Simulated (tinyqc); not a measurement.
Worked calculation: plane-wave Kohn-Sham cycle with exchange-only LDA in a layered model solid. Computed by tinyqc, a small Python program that keeps every step. Settings: points = 16, plane-wave index or count = 2, electrons = 4, k points = 1, area = 39.0, mixing = 0.8, iteration cap = 65, Kerker q0 = 1.16. Command: `OMP_NUM_THREADS=1 python tinyqc.py 31909 31910 out.jsonl` (the two numbers bound the seeds that draw the settings). One thread of a shared host (Intel(R) Xeon(R) Processor @ 2.60GHz), about 0.01 s of CPU time with the checks. Later iterations appear only in the table of the cycle.

## Iteration 1: potential

A solid whose potential varies along x alone (atomic units):
```
parameter                      value
period a                    5.000000
cross-section of the cell  39.000000
electrons per cell                 4
grid points                       16
plane waves -n..n, n               2
k points                           1
V1 in V1 cos(2 pi x/a)     -0.280000
V2 in V2 cos(4 pi x/a)     -0.020000
```

density at the start, on the grid x_j = j a/N (e/bohr^3): [0.02051282, 0.02051282, 0.02051282, 0.02051282, 0.02051282, 0.02051282, 0.02051282, 0.02051282, 0.02051282, 0.02051282, 0.02051282, 0.02051282, 0.02051282, 0.02051282, 0.02051282, 0.02051282]

V_H(G) = 4 pi rho(G)/G^2 for G != 0 (uniform background); v_x = -(3 rho/pi)^(1/3); V = V_ext + V_H + v_x; Fourier components f(G_m) = (1/N) sum_j f(x_j) exp(-i G_m x_j).

Potentials on the grid (hartree):
```
x             V_ext       V_H        v_x          V
0.000000  -0.300000  0.000000  -0.269566  -0.569566
0.312500  -0.272828  0.000000  -0.269566  -0.542395
0.625000  -0.197990  0.000000  -0.269566  -0.467556
0.937500  -0.093009  0.000000  -0.269566  -0.362576
1.250000   0.020000  0.000000  -0.269566  -0.249566
1.562500   0.121293  0.000000  -0.269566  -0.148273
1.875000   0.197990  0.000000  -0.269566  -0.071576
2.187500   0.244544  0.000000  -0.269566  -0.025022
2.500000   0.260000  0.000000  -0.269566  -0.009566
2.812500   0.244544  0.000000  -0.269566  -0.025022
3.125000   0.197990  0.000000  -0.269566  -0.071576
3.437500   0.121293  0.000000  -0.269566  -0.148273
3.750000   0.020000  0.000000  -0.269566  -0.249566
4.062500  -0.093009  0.000000  -0.269566  -0.362576
4.375000  -0.197990  0.000000  -0.269566  -0.467556
4.687500  -0.272828  0.000000  -0.269566  -0.542395
```

V(G_m), m = 0, 1, 2, ... (hartree): [-0.269566, -0.140000, -0.010000, 0.000000, 0.000000]

## Iteration 1: Hamiltonian at one k

k = 0.000000 2 pi / a

H(m,m') = (k + G_m)^2/2 delta + V(G_m - G_m'), with V(-G) = V(G).

H (hartree), order -2, -1, +0, +1, +2:
```
[[2.888707, -0.140000, -0.010000, 0.000000, 0.000000],
 [-0.140000, 0.520002, -0.140000, -0.010000, 0.000000],
 [-0.010000, -0.140000, -0.269566, -0.140000, -0.010000],
 [0.000000, -0.010000, -0.140000, 0.520002, -0.140000],
 [0.000000, 0.000000, -0.010000, -0.140000, 2.888707]]
```

## Iteration 1: levels at that k

Diagonalise the Hermitian matrix.

eigenvalues (hartree): [-0.317643, 0.521721, 0.549865, 2.896921, 2.896988]

## Iteration 1: new density

Motion across x is left out: the lowest 2 band(s) hold two electrons at each of the k points (j + 1/2)/nk - 1/2. Residual R = rho(out) - rho(in); rho(new) = rho(in) + 0.8 R, with R(G) scaled by G^2/(G^2 + 1.16^2) (Kerker). rho(out) = 2/(a A nk) sum |psi|^2 with psi = sum c exp(i G x). Harris energy E = band energy - dV sum rho (V_H/2 + v_x) + (3/4) dV sum rho v_x with rho(in), dV = a A/N, band energy = (2/nk) sum of the filled levels.

rho(out) (e/bohr^3): [0.01799959, 0.02084223, 0.02694046, 0.03112638, 0.02972357, 0.02297273, 0.01415235, 0.00710994, 0.00447021, 0.00710994, 0.01415235, 0.02297273, 0.02972357, 0.03112638, 0.02694046, 0.02084223]

density after iteration 1 (e/bohr^3): [0.01697215, 0.01903730, 0.02354087, 0.02689926, 0.02658401, 0.02274842, 0.01753579, 0.01336630, 0.01180906, 0.01336630, 0.01753579, 0.02274842, 0.02658401, 0.02689926, 0.02354087, 0.01903730]

energy per cell = 0.67772423 hartree

## Iteration 2: potential

As before.

Potentials on the grid (hartree):
```
x             V_ext        V_H        v_x          V
0.000000  -0.300000   0.014289  -0.253067  -0.538778
0.312500  -0.272828   0.016241  -0.262941  -0.519529
0.625000  -0.197990   0.019743  -0.282227  -0.460474
0.937500  -0.093009   0.019653  -0.295056  -0.368412
1.250000   0.020000   0.012116  -0.293898  -0.261782
1.562500   0.121293  -0.002500  -0.279024  -0.160230
1.875000   0.197990  -0.019718  -0.255838  -0.077566
2.187500   0.244544  -0.033394  -0.233701  -0.022551
2.500000   0.260000  -0.038573  -0.224248  -0.002821
2.812500   0.244544  -0.033394  -0.233701  -0.022551
3.125000   0.197990  -0.019718  -0.255838  -0.077566
3.437500   0.121293  -0.002500  -0.279024  -0.160230
3.750000   0.020000   0.012116  -0.293898  -0.261782
4.062500  -0.093009   0.019653  -0.295056  -0.368412
4.375000  -0.197990   0.019743  -0.282227  -0.460474
4.687500  -0.272828   0.016241  -0.262941  -0.519529
```

V(G_m), m = 0, 1, 2, ... (hartree): [-0.267668, -0.134694, -0.002315, 0.000616, 0.000682]

## Iteration 2: Hamiltonian at one k

k = 0.000000 2 pi / a

As before.

H (hartree), order -2, -1, +0, +1, +2:
```
[[2.890606, -0.134694, -0.002315, 0.000616, 0.000682],
 [-0.134694, 0.521900, -0.134694, -0.002315, 0.000616],
 [-0.002315, -0.134694, -0.267668, -0.134694, -0.002315],
 [0.000616, -0.002315, -0.134694, 0.521900, -0.134694],
 [0.000682, 0.000616, -0.002315, -0.134694, 2.890606]]
```

## Iteration 2: levels at that k

As before.

eigenvalues (hartree): [-0.311681, 0.516501, 0.556026, 2.897637, 2.898861]

## Iteration 2: new density

As before.

rho(out) (e/bohr^3): [0.01752483, 0.02042661, 0.02668917, 0.03109672, 0.02989062, 0.02323655, 0.01440070, 0.00729141, 0.00461676, 0.00729141, 0.01440070, 0.02323655, 0.02989062, 0.03109672, 0.02668917, 0.02042661]

density after iteration 2 (e/bohr^3): [0.01636948, 0.01907163, 0.02496319, 0.02932422, 0.02876408, 0.02341364, 0.01612350, 0.01024180, 0.00803154, 0.01024180, 0.01612350, 0.02341364, 0.02876408, 0.02932422, 0.02496319, 0.01907163]

energy per cell = 0.67465678 hartree

## Convergence

Stop when sqrt(dV sum R^2) is below 1e-8, dV = a A/N.

Course of the cycle:
```
iteration  E (hartree)  norm of the residual
1           0.67772423              1.21e-01
2           0.67465678              5.26e-02
3           0.67442627              2.50e-02
4           0.67444237              1.27e-02
5           0.67446567              6.67e-03
6           0.67447682              3.58e-03
7           0.67448104              1.94e-03
8           0.67448248              1.06e-03
9           0.67448294              5.75e-04
10          0.67448309              3.14e-04
11          0.67448313              1.71e-04
...                ...                   ...
18          0.67448315              2.45e-06
19          0.67448315              1.34e-06
20          0.67448315              7.29e-07
21          0.67448315              3.98e-07
22          0.67448315              2.17e-07
23          0.67448315              1.18e-07
24          0.67448315              6.45e-08
25          0.67448315              3.52e-08
26          0.67448315              1.92e-08
27          0.67448315              1.05e-08
28          0.67448315              5.70e-09
```

Converged in 28 iterations. Before convergence this energy mixes input and output and is not variational, so it may rise towards its limit.
